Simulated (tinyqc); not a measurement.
Ballistic Schottky-barrier transistor with a two-dimensional channel, WKB contacts: two steps of the calculation.

Source Fermi level 0, drain Fermi level -Vd. Far from the contacts Ec = pn - psi, and the gate moves psi one to one; the band edges relax as exp(-x/lam) from pn at the source and pn - Vd at the drain; Ev = Ec - Eg. A carrier of energy w inside the channel band meets at a contact a barrier of height D (the contact edge beyond the channel edge): T = 1 for w >= D, else exp(-S), S = 4 lam sqrt(m/C) [sqrt(D - w) - sqrt(w) arctan sqrt((D - w)/w)], C = hbar^2/(2 m0). The two contacts combine as Ts Td/(Ts + Td - Ts Td).

Parameters, values chosen for the exercise; channel values close to those of a tungsten diselenide layer: temperature T = 300 K; barrier for electrons at both contacts pn = 0.51 eV; electron mass mn = 0.37 m0; valleys or subbands g = 2; screening length at the contacts lam = 4.5 nm; drain bias Vd = 0.5 V; band shift psi of the channel by the gate ps = 0.66 V; energy of one carrier inside the channel band w0 = 0.27 eV; upper end of the grid wm = 0.84 eV; points of the grid nE = 13.

Constants: q = 1.602176634e-19 C, kB = 1.380649e-23 J/K, hbar = 1.054571817e-34 J s, h = 6.62607015e-34 J s, m0 = 9.1093837015e-31 kg, Vt = kB T/q, hbar^2/(2 m0) = 0.0380998212 eV nm^2. Results are converted to the units shown.

Task 1. Transmission of one of the electrons. S and T at both contacts for w = w0, and the tunnelling distance lam ln(D/w) at the higher barrier.

D for electrons (eV): source 0.66000000, drain 0.16000000

Give: S at the source; S at the drain; combined T; tunnelling distance.

Result 1.

S at the source = 9.474
S at the drain = 0
combined T = 7.684e-5
tunnelling distance = 4.022 nm

Task 2. Current of the electrons on a coarse grid. I/W = g (2 q^2/h) int T(w) [N(Es + w) - N(Ed + w)] dw with w the energy of motion along the channel, N(y) = (1/2 pi) sqrt(pi m kB T/C) Fm(-y/kB T), Fm(x) = (1/sqrt(pi)) int_0^infinity u^(-1/2)/(1 + exp(u - x)) du. Electrons: Ds = psi, Dd = psi - Vd, Es = Ec, Ed = Ec + Vd. Holes: Ds = -psi, Dd = Vd - psi, Es = -Ev, Ed = -Ev - Vd. The size of each current is taken; both flow from drain to source and add. Simpson's rule on nE equally spaced w from 0 to wm.

Find: w; Ts; Td; T; size of the supply difference; current.

Result 2.

```
point   w (eV)          Ts          Td           T  size of the supply difference (1/um)
0      0.00000  1.6180e-20  1.8013e-10  1.6180e-20                                378.67
1      0.07000  1.8801e-11    0.014379  1.8801e-11                                266.75
2      0.14000   2.4442e-8     0.70585   2.4442e-8                                107.41
3      0.21000   3.1870e-6      1.0000   3.1870e-6                                12.986
4      0.28000   1.2231e-4      1.0000   1.2231e-4                               0.92124
5      0.35000   0.0020828      1.0000   0.0020828                              0.061701
6      0.42000    0.019264      1.0000    0.019264                             0.0041160
7      0.49000     0.10787      1.0000     0.10787                             2.7449e-4
8      0.56000     0.38466      1.0000     0.38466                             1.8306e-5
9      0.63000     0.86075      1.0000     0.86075                             1.2208e-6
10     0.70000      1.0000      1.0000      1.0000                             8.1412e-8
11     0.77000      1.0000      1.0000      1.0000                             5.4293e-9
12     0.84000      1.0000      1.0000      1.0000                            3.6207e-10
```

current = 0.0043596 uA/um

Range of the model: No scattering, image-force lowering, channel charge or band-to-band tunnelling; parabolic kappa overstates S deep in the gap.

tinyqc, about 0.2 s, one thread, Intel Xeon 2.30GHz (shared host): `OMP_NUM_THREADS=1 python tinyqc.py 2390031 2390032 out.jsonl`
